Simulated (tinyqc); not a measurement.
Capillary instabilities by surface diffusion: grooving and agglomeration of films, edge retraction, wire break-up and smoothing of roughness: one step, computed by the program tinyqc.

Isotropic surface energy; shapes change by surface diffusion alone.

Problem. Will grooves cut through? Groove angle beta: sin(beta) = gamma_b/(2 gamma). For circular grains of radius R with spherical caps the groove ends (measured from the mean surface) at the depth R g(beta), g = (2 - 3 cos beta + cos^3 beta)/(3 sin^3 beta). The film parts if R g(beta_s) > h.

Inputs (values chosen for the exercise, of the order of those of a copper film): surface energy gamma_s = 1.77 J/m^2; grain-boundary energy gamma_b = 0.48 J/m^2; film thickness h = 25 nm; grain radius R = 680 nm.

Grooves: at the surface only.

Give: beta_s; sum of g; critical R/h; final depth over h.

Solution.

beta_s = 7.793 degrees

sum of g = 0.03411

critical R/h = 29.32

final depth over h = 0.9277

The grooves stop short by this estimate; triple junctions groove deeper and may still open.
